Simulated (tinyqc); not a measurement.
# Current crowding under a contact, resistor ladder against the transmission-line model: effect of the contact resistivity

A metal contact of length d and width W on a thin layer of the same width. The metal has no resistance, the sheet resistance under it equals Rsh, and current enters the layer at the front edge x = 0.

Transfer length Lt = sqrt(rc/Rsh); front resistance Rc = (Rsh Lt/W) coth(d/Lt); end resistance Re = (Rsh Lt/W)/sinh(d/Lt).

Inputs (values chosen for the exercise): sheet resistance of the semiconductor layer Rsh = 1400 ohm/sq; contact length d = 0.28 um; contact width W = 2 um.

Results:
```
rc (ohm cm^2),Lt (um),d/Lt,Rc W (ohm um)
1.7e-9,0.011019,25.410,15.427
5.3e-9,0.019457,14.391,27.240
1.6e-8,0.033806,8.2825,47.329
1.5e-7,0.10351,2.7051,146.22
4.7e-7,0.18323,1.5282,281.85
1.4e-6,0.31623,0.88544,624.31
4.4e-6,0.56061,0.49945,1700.0
```

Estimate the missing row, rc = 5e-8 ohm cm^2.

Computed row:
```
rc (ohm cm^2),Lt (um),d/Lt,Rc W (ohm um)
5e-8,0.059761,4.6853,83.680
```

With this row back in the table: Rc W rises from 15.4 to 1700 ohm um, as rc^(0.50) between the first two rows (d/Lt = 25) and rc^(0.87) between the last two (d/Lt = 0.50); a long contact gives the power 1/2 and a short one 1. In 2 of the 8 rows Lt is below 20 nm, near the thickness of a real layer, where current spreads in depth and the line model fails.

Numbers from tinyqc (`OMP_NUM_THREADS=1 python tinyqc.py 2760083 2760084 out.jsonl`; about 0.01 s on one thread of a shared Intel Xeon 2.30GHz).
